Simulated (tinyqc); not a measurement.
## Tunnelling through a two-layer gate stack, WKB transmission and Tsu-Esaki current: effect of the barrier height

Electrons leave the emitter at x = 0. Energies E (motion across the layers) are in eV from the emitter Fermi level; the collector Fermi level lies at -V and offers states at every E. No charge in the dielectric and no image force: F1 = V/(t1 + t2 eps1/eps2), F2 = F1 eps1/eps2; U = phi1 - F1 x in layer 1 and phi2 - F1 t1 - F2 (x - t1) in layer 2. With C = hbar^2/(2 m0), kappa = sqrt(m (U - E)/C) where U > E and 0 elsewhere; T(E) = exp(-S), S = 2 times the integral of kappa over x.

Each layer adds (2/F) sqrt(m/C) [G(u at its left edge) - G(u at its right edge)] to S, with u = U - E (0 where negative) and G(u) = (2/3) u^1.5. J = J0 times the integral of T(E) N(E) dE, N = ln[(1 + exp(-E/Vt))/(1 + exp((-E - V)/Vt))], J0 = q^2 me m0 kB T/(2 pi^2 hbar^3) (times 1e-4 for A/cm^2 per eV), from E = -Ef to far above the barrier (T = 1 there), by quadrature converged to the digits shown.

Inputs (values chosen for the exercise); layer 1 close to silicon dioxide, layer 2 close to hafnium oxide: temperature T = 400 K; Fermi energy of the emitter above its band bottom Ef = 2.6 eV; emitter mass in the supply function me = 0.4 m0; tunnelling mass of layer 1 m1 = 0.5 m0; thickness of layer 1 t1 = 0.9 nm; relative permittivity of layer 1 eps1 = 3.72; barrier of layer 2 at zero bias phi2 = 1.55 eV; tunnelling mass of layer 2 m2 = 0.2 m0; thickness of layer 2 t2 = 3.2 nm; relative permittivity of layer 2 eps2 = 21.4; voltage across the dielectric V = 1.4 V.

Constants: q = 1.602176634e-19 C, kB = 1.380649e-23 J/K, hbar = 1.054571817e-34 J s, m0 = 9.1093837015e-31 kg, Vt = kB T/q, hbar^2/(2 m0) = 0.0380998212 eV nm^2. Results are converted to the units shown.

Result of one run:

| phi1 (eV) | S at E = 0 | T(E = 0) | J (A/cm^2) | mean E of the current (eV) |
|---|---|---|---|---|
| 2.36 | 18.33 | 1.095e-8 | 0.6617 | -0.08848 |

What becomes of these results when the barrier of layer 1 above the emitter Fermi level at zero bias phi1 is changed from 2.36 to 1.5 eV, all else the same?

Result of the changed run:

| phi1 (eV) | S at E = 0 | T(E = 0) | J (A/cm^2) | mean E of the current (eV) |
|---|---|---|---|---|
| 1.5 | 15.99 | 1.142e-7 | 6.569 | -0.06375 |

The whole series:

| phi1 (eV) | S at E = 0 | T(E = 0) | J (A/cm^2) | mean E of the current (eV) |
|---|---|---|---|---|
| 1.5 | 15.99 | 1.142e-7 | 6.569 | -0.06375 |
| 1.79 | 16.86 | 4.759e-8 | 2.788 | -0.07514 |
| 2.07 | 17.62 | 2.236e-8 | 1.332 | -0.08262 |
| 2.36 | 18.33 | 1.095e-8 | 0.6617 | -0.08848 |
| 2.64 | 18.97 | 5.780e-9 | 0.3536 | -0.09298 |
| 2.93 | 19.59 | 3.111e-9 | 0.1925 | -0.09684 |
| 3.21 | 20.15 | 1.770e-9 | 0.1105 | -0.09999 |
| 3.5 | 20.71 | 1.016e-9 | 0.06402 | -0.1028 |

J falls from 6.57 to 0.0640 A/cm^2, on average 1.01 decades for each eV, while S rises from 16.0 to 20.7.

Numbers from tinyqc (`OMP_NUM_THREADS=1 python tinyqc.py 2540076 2540077 out.jsonl`; about 0.04 s on one thread of a shared Intel Xeon 2.30GHz).
